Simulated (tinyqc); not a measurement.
Three-phonon processes in a diatomic chain: dispersion, energy and momentum conservation, and decay channels of optical phonons: one step, computed by the program tinyqc. Command: `OMP_NUM_THREADS=1 python tinyqc.py 3121462 3121463 out.jsonl threeph walk`. One thread of a shared host (Intel(R) Xeon(R) Processor @ 2.30GHz), about 0.04 s of CPU time with the checks.

Cell length a, two atoms, one spring constant. x = q a/pi runs from -1 to 1; A and O are the acoustic and optical branches. Matrix elements are not computed: only conservation laws and occupation factors are followed.

Task: Band edges. omega^2 = k (1/m + 1/M) -/+ k sqrt((1/m + 1/M)^2 - 4 sin^2(pi x/2)/(m M)); nu = 15.6333042 THz x sqrt(omega^2) for eV/(angstrom^2 u). Acoustic top sqrt(2 k/M), optical bottom sqrt(2 k/m), optical top sqrt(2 k (1/m + 1/M)).

Inputs (values chosen for the exercise, for a model chain): light mass m = 14 u; heavy mass M = 17.2 u; spring constant k = 11 eV/angstrom^2.

Constants: nu for 1 eV/(angstrom^2 u) = 15.6333042 THz.

Give: acoustic top; optical bottom; optical top; optical top over twice the acoustic top; optical bottom over twice the acoustic top; optical width over acoustic top.

Result:

acoustic top = 17.68 THz

optical bottom = 19.60 THz

optical top = 26.39 THz

optical top over twice the acoustic top = 0.7464

optical bottom over twice the acoustic top = 0.5542

optical width over acoustic top = 0.3844

The zone-centre optical phonon can decay into two acoustic ones: this needs M/m <= 3.
